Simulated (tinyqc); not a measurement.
Inside a calculation. Method: bound state in one dimension: Numerov shooting, finite differences, DVR. Computed by tinyqc, a small Python program that keeps every step. Settings: points = 64. Command: `OMP_NUM_THREADS=1 python tinyqc.py 31642 31643 out.jsonl` (the two numbers bound the seeds that draw the settings). One thread of a shared host (Intel(R) Xeon(R) Processor @ 2.60GHz), about 0.01 s of CPU time with the checks.

## Numerov steps at E = 0.1

One particle of mass 1 in V = 10.6 (1 - exp(-0.7 x))^2 (atomic units), psi = 0 at both ends:
```
parameter                 value
left end              -1.600000
right end                     7
intervals                    64
h                      0.134375
state sought (nodes)          2
```

k_i = 2 m (E - V_i); (1 + h^2 k_(i+1)/12) y_(i+1) = 2 (1 - 5 h^2 k_i/12) y_i - (1 + h^2 k_(i-1)/12) y_(i-1), from y_0 = 0, y_1 = 0.001.

Points along the way:
```
i           x          V           k          y
0   -1.600000  45.194403  -90.188805   0.000000
1   -1.465625  33.952440  -67.704881   0.001000
2   -1.331250  25.114997  -50.029994   0.003265
3   -1.196875  18.226933  -36.253867   0.008555
4   -1.062500  12.915004  -25.630007   0.019511
5   -0.928125   8.873466  -17.546932   0.039501
21   1.221875   3.502793   -6.805586   2.546554
22   1.356250   3.983375   -7.766750   3.486223
23   1.490625   4.447662   -8.695323   4.923821
24   1.625000   4.892512   -9.585025   7.149511
25   1.759375   5.315857  -10.431714  10.637762
26   1.893750   5.716465  -11.232931  16.172268
```

## Bisection on the node count

With more sign changes than the state has nodes (the last point included) the energy is too high, else too low; the bracket starts as 0.1 to 10.

Trials:
```
trial           E  sign changes  y at the right end   next
1      5.05000000             2            1.38e+05  raise
2      7.52500000             3           -2.80e+02  lower
3      6.28750000             2            2.64e+03  raise
4      6.90625000             3           -8.43e+02  lower
5      6.59687500             3           -3.67e+02  lower
6      6.44218750             2            6.42e+02  raise
7      6.51953125             2            4.14e+01  raise
8      6.55820313             3           -1.84e+02  lower
9      6.53886719             3           -7.69e+01  lower
10     6.52919922             3           -1.92e+01  lower
11     6.52436523             2            1.07e+01  raise
12     6.52678223             3           -4.33e+00  lower
13     6.52557373             2            3.18e+00  raise
14     6.52617798             3           -5.84e-01  lower
...           ...           ...                 ...    ...
28     6.52608404             3           -9.28e-06  lower
29     6.52608403             2            1.05e-04  raise
30     6.52608404             2            4.80e-05  raise
```

eigenvalue = 6.52608404 hartree

## The same grid by other methods

Three-point finite differences and the sine-DVR kinetic matrix of Colbert and Miller on the same points.

Lowest levels (hartree):
```
state  finite differences       DVR
0                1.544986  1.550282
1                4.263703  4.283371
2                6.490327  6.526502
3                8.234028  8.279638
4                9.500126  9.543200
```
